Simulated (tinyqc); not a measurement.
One-dimensional ballistic tunnel FET, two-band WKB: two steps of the calculation.

A p-type source for x < 0 with its Fermi level at 0 and its valence edge at ds; in the channel the bands fall as D exp(-x/lam) towards their flat values, with the conduction edge at Ec = ds - dP and D = dP + Eg. The gate moves dP one to one. The drain Fermi level lies at -Vd and the drain side reflects nothing. For w = E - Ec between 0 and dP an electron crosses the gap. Two-band dispersion with equal masses m: inside the gap kappa = sqrt(m u (1 - u/Eg)/C), u the distance from a band edge, C = hbar^2/(2 m0).

Values chosen for this exercise; band and dielectric values those of a made-up semiconductor:
- T = 350 K (temperature)
- Eg = 0.398 eV (band gap)
- m = 0.025 m0 (band-edge mass of the two-band model)
- lam = 5.5 nm (screening length of the source junction)
- ds = 0.1 eV (source valence edge above the source Fermi level)
- Vd = 0.3 V (drain bias)
- g = 2 (number of degenerate subbands (spin apart))
- dP = 0.47 eV (tunnelling window Ev(source) - Ec(channel))
- w0 = 0.36 eV (energy above the channel conduction edge)
- nc = 7 (cells of the path)
- nE = 11 (points of the energy grid)

Constants: q = 1.602176634e-19 C, kB = 1.380649e-23 J/K, hbar = 1.054571817e-34 J s, h = 6.62607015e-34 J s, m0 = 9.1093837015e-31 kg, Vt = kB T/q, hbar^2/(2 m0) = 0.0380998212 eV nm^2. Results are converted to the units shown.

Task 1. The path through the gap by the midpoint rule. At w = w0 the path runs from xa = lam ln(D/(w + Eg)) to xb = lam ln(D/w); u(x) = w + Eg - D exp(-x/lam) is the height above the valence edge. Cut it into nc equal cells: S = 2 (cell width) times the sum of kappa at the centres.

Give: xa; xb; x; u; kappa; S.

Result 1.

xa = 0.7453 nm
xb = 4.840 nm

```
cell  x (nm)  u (eV)  kappa (1/nm)
0      1.038  0.0393        0.1524
1      1.623  0.1118        0.2297
2      2.208  0.1770        0.2539
3      2.793  0.2356        0.2512
4      3.378  0.2883        0.2283
5      3.963  0.3357        0.1857
6      4.548  0.3783        0.1108
```

S = 1.652

Task 2. Current on a coarse grid. S(w) = 2 lam int_0^Eg kappa(u) du/(w + Eg - u) = 2 pi lam sqrt(m/(C Eg)) [w + Eg/2 - sqrt(w (w + Eg))], T(w) = exp(-S). I = g (2 q^2/h) int_0^dP T(w) [f(E) - f(E + Vd)] dw, E = ds - dP + w, f(x) = 1/(1 + exp(x/Vt)). Simpson's rule on nE equally spaced points.

Wanted: w; T(w); difference of the f; I.

Result 2.

```
point  w (eV)      T(w)  difference of the f
0      0.0000  1.463e-4              0.08940
1      0.0470   0.01113               0.3181
2      0.0940   0.03147               0.6890
3      0.1410   0.05761               0.9128
4      0.1880   0.08680               0.9780
5      0.2350    0.1172               0.9846
6      0.2820    0.1477               0.9478
7      0.3290    0.1777               0.7955
8      0.3760    0.2067               0.4504
9      0.4230    0.2344               0.1471
10     0.4700    0.2609              0.03504
```

I = 5.045 uA

Range of the model: Where S is below about 2 the WKB prefactor of 1 is a rough guess.

Numbers from tinyqc (`OMP_NUM_THREADS=1 python tinyqc.py 2620086 2620087 out.jsonl`; about 0.01 s on one thread of a shared Intel Xeon 2.30GHz).
